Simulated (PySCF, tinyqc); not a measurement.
Orbital energy against energy difference: ionisation energy by orbital energies and by energy differences in the cc-pvdz basis, for H4, spin multiplicity 1. Computed by the program tinyqc with PySCF. Command: `OMP_NUM_THREADS=1 python tinyqc.py 115820 115821 out.jsonl`; one thread of a shared host (Intel(R) Xeon(R) Processor @ 2.60GHz), about 10 s.

Geometry (angstrom):
```
atom,x,y,z
H,0.0000,0.0000,0.0000
H,0.0000,0.0000,0.8000
H,0.0000,0.9940,0.0000
H,0.0000,0.9940,0.8000
```

CCSD(T) difference in the same basis = 9.5389 eV

IP-EOM-CCSD = 9.5531 eV

The cation is unrestricted; errors are against CCSD(T) in this basis, not against experiment.

First vertical ionisation energy (eV):
```
method,-e(HOMO),E(cation) - E,error of -e(HOMO),error of the difference
HF,9.2753,8.547951,-0.2636,-0.9909
LDA,4.7744,9.411057,-4.7645,-0.1278
PBE,4.8141,9.406139,-4.7248,-0.1327
B3LYP,5.9667,9.573746,-3.5722,0.0349
PBE0,6.1114,9.400731,-3.4274,-0.1382
CAM-B3LYP,7.5599,9.513372,-1.9790,-0.0255
LC-wPBE,8.9292,9.448462,-0.6097,-0.0904
```

Koopmans errs by -0.26 eV and Delta-HF by -0.99 eV: relaxation, 0.73 eV, lowers the value and the missing correlation difference works against it. The PBE level is off by -4.7 eV through the wrong tail of its potential, though its energy difference is off by -0.13 eV; exact exchange deepens the level, and among the orbital energies HF comes closest; among the differences CAM-B3LYP does. The restricted reference is unstable here: a spin-polarised solution lies 0.0033 hartree lower (PySCF), so results built on it describe a poor reference.
